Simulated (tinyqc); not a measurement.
# From apparent length L_app back to diffusion length L

Model: surface photovoltage measurement of the minority-carrier diffusion length in a wafer. Computed by tinyqc, a small Python program. Command: `OMP_NUM_THREADS=1 python tinyqc.py 3130532 3130533 out.jsonl spv inv`. One thread of a shared host (Intel(R) Xeon(R) Processor @ 2.30GHz), about 0.01 s of CPU time with the checks.

Low injection, steady light, a depletion layer much thinner than 1/alpha and L. The excess density dn is taken at the front edge of the neutral region; light that reaches the back is lost.

Inputs (values chosen for the exercise, modelled on p-type silicon at room temperature):
```
quantity,value,unit
wafer thickness W,525,micrometre
diffusivity D,25.7,cm^2/s
front recombination velocity S_f,5300,cm/s
back recombination velocity S_b,6800,cm/s
photon flux entering,1.7e+13,1/(cm^2 s)
relative noise of each reading,0.5,%
```

normal deviates g for the noise: [-1.50, -0.38, -0.78, 1.96, -1.50, -1.14, -0.42]

Method:
- alpha = (84.732/lambda - 76.417)^2 per cm with lambda in micrometre (an empirical fit for silicon between 0.7 and 1.05 micrometre).
- Thick wafer: dn = Phi L/((S_f + D/L)(L + 1/alpha)). Finite wafer, with s = S_b L/D, w = W/L, a = alpha L: dn = [Phi a/(a^2 - 1)] [a - B - exp(-alpha W)(a - s)/(cosh w + s sinh w)]/(S_f + B D/L), B = (sinh w + s cosh w)/(cosh w + s sinh w).
- Readings y = (Phi/dn) (1 + noise x g) at 780, 830, 880, 920, 950, 975 and 995 nm; a least-squares line y = c (1/alpha + L_app) gives L_app = intercept/slope.

Problem. A run gave the result below. Find the diffusion length L, known to lie between 490 and 1300 micrometre.

apparent length L_app = 392.3817 micrometre

Solution.

Each step takes the trial c = (a f_b - b f_a)/(f_b - f_a), f being the result less the target and a, b, c the logarithms of the listed values; c replaces end b, the old b replaces a if the sign of f changed, and otherwise f_a is halved.

Scan of the range:
```
diffusion length L (micrometre),apparent length L_app (micrometre)
490,345.838
577,365.350
678,381.051
798,393.628
939,403.351
1100,410.573
1300,416.298
```

False position (Illinois rule, in the logarithm of the input) inside the bracket:
```
step,end a,end b,trial,apparent length L_app (micrometre)
1,678.000,798.000,785.218,392.517
2,678.000,785.218,782.539,392.278
3,785.218,782.539,783.702,392.382
4,782.539,783.702,783.700,392.382
```

Apparent length L_app rises at every point of a 13-point scan of the range (every second point is shown), so one value fits; it is bracketed by 678 and 798. Answer: diffusion length L = 783.7 micrometre.
